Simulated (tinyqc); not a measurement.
From results back to parameters: quantum-confined Stark effect in a modulator well. Four cases, with inputs chosen for the exercise.

Problem. The shift of E_e + E_h was computed from a hidden field.

Envelopes on cells of 0.5 angstrom over the well |z| < L/2 and 45 angstrom of barrier on each side, psi = 0 beyond, psi'/m continuous (mean mass between points), c = hbar^2/2m0. The electron sees + e F z and the hole - e F z, each with its offset in the barriers; 1 kV/cm = 1e-5 eV/angstrom. Light holes, band mixing and escape by tunnelling are left out.

Constants: hbar^2/2m0 = 3.80998211 eV angstrom^2.

Case 1.

Values chosen (near those of a GaAs well in AlGaAs; the results hold for these values, not for the real material): L = 78 angstrom (well width); Vc = 0.248 eV (conduction offset); Vv = 0.143 eV (heavy-hole offset); me = 0.069 m0 (electron, well); meb = 0.0951 m0 (electron, barrier); mh = 0.367 m0 (heavy hole along z, well); mhb = 0.384 m0 (heavy hole, barrier).

shift = -5.251 meV

Case 2.

Values chosen (near those of an InGaAsP well in InP; the results hold for these values, not for the real material): L = 144 angstrom (well width); Vc = 0.202 eV (conduction offset); Vv = 0.282 eV (heavy-hole offset); me = 0.0488 m0 (electron, well); meb = 0.0806 m0 (electron, barrier); mh = 0.348 m0 (heavy hole along z, well); mhb = 0.497 m0 (heavy hole, barrier).

shift = -18.277 meV

Case 3.

Values chosen (near those of a Ge well in SiGe, direct gap; the results hold for these values, not for the real material): L = 124 angstrom (well width); Vc = 0.372 eV (conduction offset); Vv = 0.118 eV (heavy-hole offset); me = 0.0415 m0 (electron, well); meb = 0.0568 m0 (electron, barrier); mh = 0.216 m0 (heavy hole along z, well); mhb = 0.224 m0 (heavy hole, barrier).

shift = -16.140 meV

Case 4.

Values chosen (near those of a Ge well in SiGe, direct gap; the results hold for these values, not for the real material): L = 146 angstrom (well width); Vc = 0.357 eV (conduction offset); Vv = 0.107 eV (heavy-hole offset); me = 0.0414 m0 (electron, well); meb = 0.0564 m0 (electron, barrier); mh = 0.204 m0 (heavy hole along z, well); mhb = 0.229 m0 (heavy hole, barrier).

shift = -10.919 meV

Find: F; local exponent d ln(shift)/d ln F.

Solution. The shift grows steadily in size with F, so bisection finds one value; its slope is -e times the separation of the carriers.

Case 1.

F = 65.0 kV/cm
local exponent d ln(shift)/d ln F = 1.93

Case 2.

F = 54.0 kV/cm
local exponent d ln(shift)/d ln F = 1.67

Case 3.

F = 69.0 kV/cm
local exponent d ln(shift)/d ln F = 1.77

Case 4.

F = 43.0 kV/cm
local exponent d ln(shift)/d ln F = 1.77

Computed by tinyqc, one run a case: `OMP_NUM_THREADS=1 python tinyqc.py N N+1 out.jsonl` with N = 1252581, 1252692, 1252693, 1252696; one thread of a shared Intel(R) Xeon(R) Processor @ 2.30GHz, about 0.1 s a run at most.
